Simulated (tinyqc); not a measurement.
# Precursor delivery by bubblers, mass-transport growth and the solid composition of a III-V alloy, step by step

A worked calculation. Computed by tinyqc, a small Python program that keeps every step. Command: `OMP_NUM_THREADS=1 python tinyqc.py 3022715 3022716 out.jsonl movpe_thermo walk`. One thread of a shared host (Intel(R) Xeon(R) Processor @ 2.30GHz), about 0.01 s of CPU time with the checks. Intermediate numbers are printed to about 6 digits and carried at full precision; extremes and crossings named in words are read from the listed rows.

1 sccm = 44.615 micromol/min; 1 torr = 133.322 Pa. The sources decompose fully at the surface.

Inputs (values chosen for the exercise, modelled on triethylgallium (source 1) and trimethylindium (source 2) for the vapour pressures):
```
quantity                                                                                                  value        unit
bath temperature T1                                                                                         292           K
bath temperature T2                                                                                         296           K
bubbler pressure p_b                                                                                        760        torr
carrier flow F1                                                                                              80        sccm
carrier flow F2                                                                                             210        sccm
total flow F_t                                                                                               10         slm
group-V flow F_V                                                                                             61        sccm
reactor pressure p                                                                                          760        torr
growth temperature T                                                                                       1030           K
diffusivity at 273 K and 760 torr                                                                          0.34      cm^2/s
flow cross-section A                                                                                         40        cm^2
distance from the leading edge z                                                                            9.1          cm
lattice constant a                                                                                         5.78    angstrom
interaction L0 of the solid                                                                                9.19      kJ/mol
log10 of p_B,eq over pure BC at 1000 K and 1 torr of group V (exaggerated: liquid indium has about -4.1)   -3.3  log10 torr
enthalpy of that equilibrium H                                                                              273      kJ/mol
```

Alloy: mixing on the group-III sites, with desorption of B.

constants a, b of source 1 (log10 torr, K): 8.098  2162

constants a, b of source 2 (log10 torr, K): 10.52  3014

Constants: k_B = 1.380649e-23 J/K; R = 8.314462618 J/(mol K).

## Bubblers

log10 p_v = a - b/T_bath; molar flow = F x 44.615 x p_v/(p_b - p_v) for a saturated bubbler.

vapour pressure 1 = 4.94186 torr

molar flow 1 = 23.3604 micromol/min

vapour pressure 2 = 2.17554 torr

molar flow 2 = 26.8967 micromol/min

One kelvin of bath error changes flow 1 by 5.9 % and flow 2 by 7.9 %.

## Partial pressures in the reactor

p_i = p n_i/(44615 F_t), F_t in slm; p_V = p F_V/(1000 F_t), counted per molecule supplied; V/III = 44.615 F_V/(n1 + n2); vapour fraction of source 2 = n2/(n1 + n2).

p_1 = 0.0397936 torr

p_2 = 0.0458175 torr

p_V = 4.636 torr

V/III ratio = 54.1518

vapour fraction of source 2 = 0.535182

## Mass transport

Mean velocity u = (F_t/A)(760/p)(T/273); D = D0 (T/273)^1.75 (760/p); boundary layer delta = sqrt(pi D z/u); flux = D dp/(delta k_B T); growth rate = flux x a^3/4.

velocity u = 15.7204 cm/s

D = 3.47264 cm^2/s

boundary layer delta = 2.51301 cm

growth rate per torr of group III = 22.5151 micrometre/(h torr)

Caution: the boundary layer is a quarter or more of the root of the cross-section, so it fills much of the channel and depletion along the flow matters.

## Solid composition

A sticks fully. B desorbs: its surface pressure is p_B* = x gamma_B K/sqrt(p_V), ln gamma_B = L0 (1 - x)^2/(R T), K = 10^(log10 K at 1000 K) exp[-(H/R)(1/T - 1/1000)], p_V in torr. With equal diffusivities x = (p_2 - p_B*)/(p_1 + p_2 - p_B*). Growth rate = rate per torr x p_1/(1 - x).

K/sqrt(p_V) = 6.05706e-04 torr

solid fraction x = 0.532956

share of B incorporated, 1 - p_B*/p_2 = 0.991096

growth rate = 1.91836 micrometre/h

Desorption is negligible: the solid copies the vapour.

## Incorporation against temperature

A sticks fully. B desorbs: its surface pressure is p_B* = x gamma_B K/sqrt(p_V), ln gamma_B = L0 (1 - x)^2/(R T), K = 10^(log10 K at 1000 K) exp[-(H/R)(1/T - 1/1000)], p_V in torr. With equal diffusivities x = (p_2 - p_B*)/(p_1 + p_2 - p_B*).

At fixed flows:
```
T (K)  K/sqrt(p_V) (torr)         x  share of B incorporated, 1 - p_B*/p_2
984           1.36478e-04  0.534676                               0.997969
1044          9.28785e-04  0.531775                               0.986404
1100          4.60545e-03  0.518223                               0.934227
1142          1.38050e-02  0.483028                               0.811498
1192          4.61111e-02  0.353814                               0.475553
1241          1.36821e-01  0.148975                               0.152038
1300          4.54618e-01  0.044497                               0.040447
1389          2.29344e+00  0.009073                               0.007952
```

x equals the vapour fraction 0.535 while gamma_B K/sqrt(p_V) is small against p_1 + p_2 = 0.086 torr and falls once it is not. Between the last rows the apparent energy R d ln x/d(1/T) is 268 kJ/mol, against H = 273.

Checks made by the program: the sensitivity to the bath against a difference (relative difference below 1e-10).
